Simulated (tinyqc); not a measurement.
Strained quantum well: band edges, subbands and transparency: one step. Subband edges. Two cases, with inputs chosen for the exercise.

Problem. Up to three electron, four HH and two LH levels, on the common energy scale, with their masses in the plane.

Masses along z: me, 1/(g1 - 2 g2) for HH, 1/(g1 + 2 g2) for LH, likewise in the barrier; in the plane me, 1/(g1 + g2) for HH and 1/(g1 - g2) for LH (no mixing, which understates the hole masses away from k = 0). Level n solves k L + 2 atan[(k/m)/(kappa/mb)] = n pi, k = sqrt(m E/c), kappa = sqrt(mb (V - E)/c), c = hbar^2/2m0.

Constants: hbar^2/2m0 = 3.80998211 eV angstrom^2; hc = 1239.841984 eV nm.

Case 1.

Values chosen (near those of an InGaAs/InP well; shifted at random, so the results belong to these values and not to a real crystal): L = 94 angstrom (well width); me = 0.0368 m0 (electron mass); g1 = 15.96 (gamma1); g2 = 6.5 (gamma2); meb = 0.08 m0; g1b = 5.08; g2b = 1.6.

Ec, E_HH, E_LH (eV): 0.049721  -0.545232  -0.624289

depths for e, HH, LH (eV): 0.365279  0.394768  0.315711

Case 2.

Values chosen (near those of an InGaAs/InP well; shifted at random, so the results belong to these values and not to a real crystal): L = 70 angstrom (well width); me = 0.0463 m0 (electron mass); g1 = 12.84 (gamma1); g2 = 4.96 (gamma2); meb = 0.08 m0; g1b = 5.08; g2b = 1.6.

Ec, E_HH, E_LH (eV): 0.164059  -0.627110  -0.581614

depths for e, HH, LH (eV): 0.243941  0.312890  0.358386

Give: Subbands; lowest transition; wavelength hc/E.

Solution.

Case 1.

Subbands:
```
level   E (eV)  m in the plane
e1      0.1002          0.0368
e2      0.2573          0.0368
hh1    -0.5549          0.0445
hh2    -0.5838          0.0445
hh3    -0.6321          0.0445
lh1    -0.6675          0.1057
hh4    -0.6994          0.0445
lh2    -0.8184          0.1057
```

lowest transition = 0.6551 eV
wavelength hc/E = 1892.7 nm

The top hole level is hh1, so the edge is mainly TE polarised; hh2 lies 29 meV lower.

Case 2.

Subbands:
```
level   E (eV)  m in the plane
e1      0.2227          0.0463
e2      0.3848          0.0463
hh1    -0.6424          0.0562
lh1    -0.6425          0.1269
hh2    -0.6881          0.0562
hh3    -0.7639          0.0562
lh2    -0.8432          0.1269
hh4    -0.8663          0.0562
```

lowest transition = 0.8650 eV
wavelength hc/E = 1433.3 nm

The top hole level is hh1, so the edge is mainly TE polarised; lh1 lies 0 meV lower, within kT at room temperature, so both polarisations contribute.

Computed by tinyqc, one run a case: `OMP_NUM_THREADS=1 python tinyqc.py N N+1 out.jsonl` with N = 1251423, 1251509; one thread of a shared Intel(R) Xeon(R) Processor @ 2.30GHz, about 0.02 s a run at most.
